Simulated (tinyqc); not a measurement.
Worked calculation: spherical quantum dot. Values are carried at full precision from step to step, so a last printed digit may differ when a step is redone from the rounded ones.

With hard walls E = c (x/R)^2/mw, x a zero of j_l: 1s 3.141593; 2s 6.283185; 1p 4.493409; 2p 7.725252; 1d 5.763459; 2d 9.095011; 1f 6.987932; 2f 10.417119.

Constants: hbar^2/2m0 = 3.80998211 eV angstrom^2; e^2/(4 pi eps0) = 14.39964547 eV angstrom; Ry = 13.60569312 eV; a0 (Bohr radius) = 0.5291772105 angstrom; hc = 1239.841984 eV nm.

Parameters, chosen for this exercise (near those of a non-polar GaN dot in AlN; the results hold for these values, not for the real material): R = 14 angstrom (radius); mw = 0.201 m0 (mass inside); V0 = 1.929 eV (barrier height); mb = 0.308 m0 (mass outside); E = 0.6218 eV (trial energy); Eg = 3.477 eV (bulk gap); mh = 0.4 m0 (hole mass); eps = 9.4 (dielectric constant inside); eps_o = 2.5 (dielectric constant beyond a thin barrier shell (oxide or ligands)).

## Hard-wall levels

The six lowest of these, with their orbital degeneracy; c = hbar^2/2m0.

Hard walls:
```
state  degeneracy       x  E (eV)
1s              1  3.1416  0.9545
1p              3  4.4934  1.9526
1d              5  5.7635  3.2125
2s              1  6.2832  3.8180
1f              7  6.9879  4.7225
2p              3  7.7253  5.7716
```

Shells close, with spin and per valley, at 2, 8, 18, 20 electrons; levels above about 0.3 eV are beyond a parabolic mass, and anisotropic valleys split the shells. The real barrier, V0 = 1.929 eV, lies below 5 values at the end of the list.

## The matching condition at a trial energy

A sphere of radius R, isotropic masses, c = hbar^2/2m0, k = sqrt(mw E/c), kappa = sqrt(mb (V0 - E)/c). State n l is the spherical Bessel function j_l(k r) inside and k_l(kappa r) outside; psi and psi'/m are continuous: (k/mw) j_l'(kR)/j_l(kR) = (kappa/mb) k_l'(kappa R)/k_l(kappa R). For l = 0 this reads kR cot(kR) = 1 - (mw/mb)(1 + kappa R).

Both sides for the lowest state, in the form for l = 0.

k R = 2.5357
kappa R = 4.5511
left side = -3.6595
right side = -2.6226

The left side falls with E and the right side rises; here the left is the smaller, so the level lies below the trial energy.

## Bound levels

All roots below V0 for angular numbers 0 to 3, two each at most; the last column is the ratio to the hard-wall level.

Finite barrier:
```
state  degeneracy  E (eV)     k R  E/E(hard)
1s              1  0.5621  2.4108      0.589
1p              3  1.1370  3.4288      0.582
1d              5  1.8038  4.3188      0.562
```

3 levels of these are bound; the lowest reaches 59 % of its hard-wall value.

## Lowest optical transition

Brus estimate with the correlation term of Kayanuma, both carriers between hard walls: E = Eg + c (pi/R)^2 (1/mw + 1/mh) - 1.786 q/(eps R) - 0.248 Ry*, with q = e^2/(4 pi eps0), Ry* = Ry mu/eps^2, 1/mu = 1/mw + 1/mh, a* = a0 eps/mu, c = hbar^2/2m0. It assumes R below about a*.

Give the terms and the wavelength hc/E.

mu = 0.1338 m0
a* = 37.2 angstrom

confinement, Coulomb and correlation terms (eV): [1.4341, -0.1954, -0.0051]

E = 4.7106 eV
wavelength = 263.2 nm

R/a* = 0.38: strong confinement, as the formula assumes. For the electron, hard walls give 392 meV more than the finite barrier.

## Charging energy

Two electrons in the hard-wall 1s state repel by U = 1.786 q/(eps R) + q (1/eps_o - 1/eps)/R, the second term from the polarisation of the surface; q = e^2/(4 pi eps0). The addition energies are U for the second electron and U + E(1p) - E(1s) for the third, with U taken as constant and hard-wall levels.

direct term = 195.4 meV
polarisation term = 302.0 meV

addition energies (meV): [497.4, 1495.6]

The hard-wall 1p level lies above the real barrier, so the second value is far too large.

## Checks

- Lowest level by radial finite differences against the matching condition, eV: both 0.5621.

Run: tinyqc, `OMP_NUM_THREADS=1 python tinyqc.py 1252070 1252071 out.jsonl`; Intel(R) Xeon(R) Processor @ 2.30GHz, one thread, shared host; about 0.03 s of CPU time with all checks.
